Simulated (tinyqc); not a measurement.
Inside a calculation. Model: fully depleted semiconductor-on-insulator film with two gates, non-linear Poisson equation by Newton steps.

Computed by the program tinyqc: `OMP_NUM_THREADS=1 python tinyqc.py 2190077 2190078 out.jsonl`, one thread of a shared Intel Xeon 2.30GHz, about 0.4 s for the whole run. Printed values are rounded.

One dimension across the film, front interface at x = 0, back interface at x = ts. psi is counted from the intrinsic level, n = ni exp(psi/Vt) (source grounded), holes neglected, acceptors ionised. Gates act through Cox = eps0 eox/tox and Cbox = 3.9 eps0/tb with potentials G1 = Vg - (phiM - chi - Vt ln(Nc/ni)) and G2 = Vb - (phiB - chi - Vt ln(Nc/ni)). Classical Boltzmann densities, no interface charge, no depletion in the back plane.

Inputs (values chosen for the exercise); band and dielectric values close to those of germanium:
- T = 300 K (temperature)
- Eg = 0.671 eV (band gap)
- eps_r = 16 (relative permittivity)
- Nc = 1.04e19 cm^-3 (conduction-band density of states at T)
- Nv = 5.88e18 cm^-3 (valence-band density of states at T)
- chi = 3.98 eV (electron affinity)
- eox = 9.16 (relative permittivity of the gate insulator (close to aluminium oxide))
- tox = 2.6 nm (insulator thickness)
- ts = 6.9 nm (film thickness)
- tb = 95 nm (buried-oxide thickness (eps_r 3.9))
- Na = 1e15 cm^-3 (acceptor density of the film)
- phiM = 4.66 eV (work function of the front gate)
- phiB = 4.03 eV (work function of the back plane)
- Vb = 0 V (back-gate voltage)
- Vg = 1.19 V (front-gate voltage)

Constants: q = 1.602176634e-19 C, kB = 1.380649e-23 J/K, Vt = kB T/q, eps0 = 8.8541878128e-14 F/cm where lengths are in cm. Results are converted to the units shown.

Range of the model: In so thin a film or at such density quantum confinement moves the charge away from the interfaces and raises the threshold.

## Capacitances and gate potentials

ni = sqrt(Nc Nv) exp(-Eg/(2 Vt)), Eg in volts; Cox, Cbox, G1, G2 as defined; Cs = eps0 eps_r/ts; a = eps0 eps_r/h with h = ts/7; coupling ratio of a depleted film Cs Cbox/(Cox (Cs + Cbox)).

ni = 1.807396e13 cm^-3
Cox = 3.119398 uF/cm^2
Cbox = 0.03634877 uF/cm^2
Cs = 2.053145 uF/cm^2
a = 14.37202 uF/cm^2
G1 = 0.8528710 V
G2 = 0.2928710 V
coupling ratio = 0.01144979

## Iteration 1: density, residual and Jacobian diagonal

psi at the start, node 0 to 7 (V): [0.02, 0.02, 0.02, 0.02, 0.02, 0.02, 0.02, 0.02]

Nodes 0 to 7, h = ts/7, box widths w = h (h/2 at both ends), a = eps0 eps_r/h. F_i = a (psi_(i+1) - 2 psi_i + psi_(i-1)) - q w_i (n_i + Na); F_0 = a (psi_1 - psi_0) + Cox (G1 - psi_0) - q w_0 (n_0 + Na); F_7 = a (psi_6 - psi_7) + Cbox (G2 - psi_7) - q w_7 (n_7 + Na). Diagonal b_i = -2 a - q w_i n_i/Vt, with -a - Cox and -a - Cbox in place of -2 a at the ends.

```
node    n (cm^-3)  residual F (C/cm^2)  diagonal b (F/cm^2)
0     3.917767e13          2.598048e-6         -1.749143e-5
1     3.917767e13        -1.641161e-11         -2.874405e-5
2     3.917767e13        -1.641161e-11         -2.874405e-5
3     3.917767e13        -1.641161e-11         -2.874405e-5
4     3.917767e13        -1.641161e-11         -2.874405e-5
5     3.917767e13        -1.641161e-11         -2.874405e-5
6     3.917767e13        -1.641161e-11         -2.874405e-5
7     3.917767e13          9.910321e-9         -1.440838e-5
```

## Iteration 1: Newton step

Solve a d_(i-1) + b_i d_i + a d_(i+1) = -F_i for all nodes. Half of the step is added while the largest |d| exceeds 1.5 Vt, the full step after that.

```
node  Newton step d, before damping (V)  psi after iteration 1 (V)
0                             0.8264524                  0.4332262
1                             0.8250605                  0.4325303
2                             0.8236711                  0.4318356
3                             0.8222843                  0.4311421
4                             0.8208999                  0.4304500
5                             0.8195181                  0.4297591
6                             0.8181388                  0.4290694
7                             0.8167620                  0.4283810
```

## Iteration 2: density, residual and Jacobian diagonal

As before.

```
node    n (cm^-3)  residual F (C/cm^2)  diagonal b (F/cm^2)
0     3.427151e20         -1.407200e-6         -1.221731e-4
1     3.336122e20         -5.268696e-6         -2.325464e-4
2     3.247669e20         -5.129003e-6         -2.271428e-4
3     3.161714e20         -4.993257e-6         -2.218919e-4
4     3.078185e20         -4.861339e-6         -2.167891e-4
5     2.997007e20         -4.733136e-6         -2.118300e-4
6     2.918112e20         -4.608538e-6         -2.070103e-4
7     2.841431e20         -2.238759e-6         -1.011993e-4
```

## Iteration 2: Newton step

As before.

```
node  Newton step d, before damping (V)  psi after iteration 2 (V)
0                           -0.01447620                  0.4187500
1                           -0.02514616                  0.4073841
2                           -0.02580714                  0.4060284
3                           -0.02584907                  0.4052931
4                           -0.02585177                  0.4045982
5                           -0.02585169                  0.4039074
6                           -0.02584788                  0.4032215
7                           -0.02579311                  0.4025879
```

## Iteration 3: density, residual and Jacobian diagonal

As before.

```
node    n (cm^-3)  residual F (C/cm^2)  diagonal b (F/cm^2)
0     1.957689e20         -3.550405e-7         -7.728865e-5
1     1.261261e20         -1.848043e-6         -1.057940e-4
2     1.196825e20         -1.881233e-6         -1.018576e-4
3     1.163262e20         -1.836560e-6         -9.980722e-5
4     1.132411e20         -1.788361e-6         -9.792255e-5
5     1.102550e20         -1.741189e-6         -9.609839e-5
6     1.073684e20         -1.694923e-6         -9.433498e-5
7     1.047688e20         -8.221897e-7         -4.640978e-5
```

## Iteration 3: Newton step

As before.

```
node  Newton step d, before damping (V)  psi after iteration 3 (V)
0                           -0.00869876                  0.4100512
1                           -0.02207586                  0.3853082
2                           -0.02521781                  0.3808106
3                           -0.02575269                  0.3795404
4                           -0.02583589                  0.3787623
5                           -0.02584449                  0.3780629
6                           -0.02582178                  0.3773997
7                           -0.02571227                  0.3768756
```

## Course of the Newton iteration

Stop when the largest undamped |d| is below 1e-9 V, or after 80 iterations.

Course of the iteration:
```
iteration  largest |F| (C/cm^2)  largest |d| (V)
1                       2.60e-6            0.826
2                       5.27e-6           0.0259
3                       1.88e-6           0.0258
4                       6.71e-7           0.0257
5                       2.36e-7           0.0247
6                       7.81e-8           0.0188
7                       1.81e-8          6.70e-3
8                       1.26e-9          5.25e-4
9                      6.44e-12          2.72e-6
10                     1.71e-16         7.24e-11
```

Converged in 10 iterations.

## Electron sheet density, centroid and oxide fields

converged psi, node 0 to 7 (V): [0.4012714, 0.3579590, 0.3351331, 0.3207802, 0.3112911, 0.3051717, 0.3017120, 0.3005790]

n_i = ni exp(psi_i/Vt); N_inv = sum w_i n_i with w = ts/7, halved at the ends; centroid sum w n x/N_inv; fields (G1 - psi_0)/tox and (G2 - psi_7)/tb.

n, node 0 to 7 (cm^-3): [9.956704e19, 1.864231e19, 7.709764e18, 4.425108e18, 3.065583e18, 2.419422e18, 2.116370e18, 2.025621e18]
N_inv = 8.790096e12 cm^-2
centroid = 1.011244 nm
field in the front oxide = 1.736922 MV/cm
field in the buried oxide = -8.113637e-4 MV/cm

The centroid lies at 0.15 of the film, near the front interface. A 400-interval mesh gives N_inv = 8.546e12 cm^-2; this mesh is 2.9 % above it.
